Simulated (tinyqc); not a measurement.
Bloch-Grueneisen resistivity of a metal: one step, computed by the program tinyqc.

Electrons scatter from a Debye spectrum of phonons (n = 5 for scattering within one band, n = 3 for scattering into a second, heavy band) and from static defects.

Task: Total resistivity and derived numbers. J_n(y) = int_0^y x^n e^x/(e^x - 1)^2 dx, by 96 Gauss-Legendre points (upper limit at most 60). rho_ph = (n - 1) rho_1 (T/Theta)^n J_n(Theta/T), with rho_1 = 2 pi lambda_tr k_B Theta/(hbar eps_0 w_p^2), the high-temperature line at T = Theta. rho = rho_0 + A T^2 + rho_ph. Temperature coefficient (1/rho) d rho/dT by a central difference of +/- 0.5 K; residual ratio rho(295 K)/rho(4.2 K); scattering time tau = 1/(eps_0 w_p^2 rho); Wiedemann-Franz kappa = L_0 T/rho, L_0 = (pi^2/3)(k_B/e)^2.

Inputs (values chosen for the exercise, modelled on platinum):

| quantity | value | unit |
|---|---|---|
| exponent n | 5 | - |
| Debye temperature Theta | 216 | K |
| transport coupling lambda_tr | 0.43 | - |
| Drude plasma energy hbar w_p | 6.9 | eV |
| residual resistivity rho_0 | 0.31 | microohm cm |
| temperature T | 40 | K |
| coefficient A of T^2 | 0.58 | picoohm cm/K^2 |

Addition: T^2 term.

Constants: k_B = 1.380649e-23 J/K; hbar = 1.054571817e-34 J s; eps_0 = 8.8541878128e-12 F/m; hbar = 6.582119569e-16 eV s; k_B = 8.617333262e-05 eV/K.

Give: resistivity rho; temperature coefficient; residual resistance ratio; scattering time; Wiedemann-Franz conductivity.

Result:

resistivity rho = 0.71271 microohm cm

temperature coefficient = 43.414 1e-3/K

residual resistance ratio = 34.744

scattering time = 144.20 fs

Wiedemann-Franz conductivity = 137.11 W/(m K)

Caution: below about Theta/2 small-angle phonon scattering degrades heat flow more than charge flow, so a thermal conductivity taken from rho by the Wiedemann-Franz law would be too high.
